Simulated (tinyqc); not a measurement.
## Weak link from the transmission

Question. An infinite chain has hopping -t with t = 1.32 eV and site energy 0; E = -2 t cos(k) with E = -1.83 eV. One bond has the hopping -y t with 0 < y < 1, so T(E) = 4 y^2 sin^2 k/[(1 - y^2)^2 + 4 y^2 sin^2 k]. Find y and the hopping y t.

T(E) = 0.75438300

Answer. With b = |sin k| sqrt(1/T(E) - 1), (1 - y^2)/(2 y) = b, whose root below 1 is sqrt(b^2 + 1) - b.

y = 0.670
y t = 0.884 eV

Numbers from tinyqc (`OMP_NUM_THREADS=1 python tinyqc.py 2660042 2660043 out.jsonl`; about 0.01 s on one thread of a shared Intel Xeon 2.30GHz).
